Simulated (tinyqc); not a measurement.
Valley splitting of a silicon quantum well in envelope theory, step by step. Values are carried at full precision from step to step, so a last printed digit may differ when a step is redone from the rounded ones.

Constants: hbar^2/2m0 = 3.80998211 eV angstrom^2; kB = 8.617333262e-05 eV/K.

Values chosen for the exercise (near those of a strained Si well in SiGe; not measured data):
- k0 = 0.845 2 pi/a (valley position)
- a = 5.431 angstrom (lattice constant)
- ml = 0.917 m0 (mass along z)
- F = 1.6 mV/nm (field pressing towards the upper interface)
- w = 0.4 angstrom (interface width parameter)
- L = 46 angstrom (well width)
- V0 = 0.22 eV (conduction offset)
- C0 = 0.249 (Bloch overlap factor)
- Yb = 0.32 (Ge share of the barrier)
- Yw = 0.05 (Ge share of the well)
- ad = 140 angstrom (dot radius)

## Wave number and lengths

q = 2 k0 (2 pi/a), its wavelength, the field length (c/(ml e F))^(1/3) with c = hbar^2/2m0 and 1 mV/nm = 1e-4 eV/angstrom, and the damping factor y/sinh(y), y = pi q w, of a step smoothed as 1/(1 + exp(z/w)).

q = 1.9552 1/angstrom
wavelength = 3.214 angstrom
field length = 29.6 angstrom
damping factor = 0.424

## The envelope

The well lies at 0 < z < L; U(z) = V0 [1/(1 + exp(z/w)) + 1/(1 + exp((L - z)/w))] - e F z, 1 mV/nm = 1e-4 eV/angstrom. The envelope psi solves -(c/ml) psi'' + U psi = E psi, c = hbar^2/2m0, by three-point differences on a grid of 0.1 angstrom from -40 to L + 40 angstrom. The two valleys at +/- k0 couple through D = C0 times the integral of exp(-i q z) U(z) psi^2, q = 2 k0 (2 pi/a), and split by Ev = 2|D|.

Two lowest levels, mean position, and psi^2 at both interfaces.

levels (meV): 10.03  50.75

<z> = 23.8 angstrom
psi^2 at z = 0 and L (1/angstrom): 0.00188  0.00259

The field makes psi^2 at the upper interface 1.38 times that at the lower one. The orbital spacing is 40.7 meV.

## Contributions to the coupling

Split D into the lower barrier, the upper barrier and the field term.

Parts of D (micro-eV):
```
part,real,imaginary,size
lower barrier,12.023,19.363,22.792
upper barrier,-31.069,-4.434,31.383
field term,-0.029,-0.010,0.030
```

## Valley splitting and phase

The inter-valley coupling D is the sum of the complex parts; Ev = 2|D|, the valley phase is arg D, and kB T equals Ev at T = Ev/kB.

Ev = 48.4 micro-eV
phase = 2.48 rad
T = 0.56 K

The upper barrier gives the largest part.

## Alloy disorder

Random alloy: with Y(z) = Yw + (Yb - Yw) B(z), B the bracket in U, and in-plane density exp(-r^2/ad^2)/(pi ad^2), D gains a random complex part of variance sigma^2 = (C0^2/pi)(a^2 V0/(8 ad (Yb - Yw)))^2 (4/a) times the integral of psi^4 Y (1 - Y). Alone it gives a mean splitting sqrt(pi) sigma; together with the smooth part the rms splitting is 2 sqrt(|D|^2 + sigma^2).

Give the integral, sigma, the mean splitting from disorder alone and the rms total.

integral = 0.00130 1/angstrom
sigma = 93.3 micro-eV
sqrt(pi) sigma = 165.4 micro-eV
rms splitting = 192.8 micro-eV

|D|/sigma = 0.26: disorder dominates, so the splitting scatters from dot to dot down to zero.

## Checks

- Lowest level for sharp walls and no field against the square well, meV: both 13.7.
- Size of one barrier part in that case against C0 V0 psi(0)^2/sqrt(q^2 + 4 kappa^2), micro-eV: 61 against 62.

Computed by tinyqc, a small Python program: `OMP_NUM_THREADS=1 python tinyqc.py 1280547 1280548 out.jsonl` (the numbers bound the seed that draws the inputs); one thread of a shared host (Intel(R) Xeon(R) Processor @ 2.30GHz), about 0.06 s for the whole set of steps.
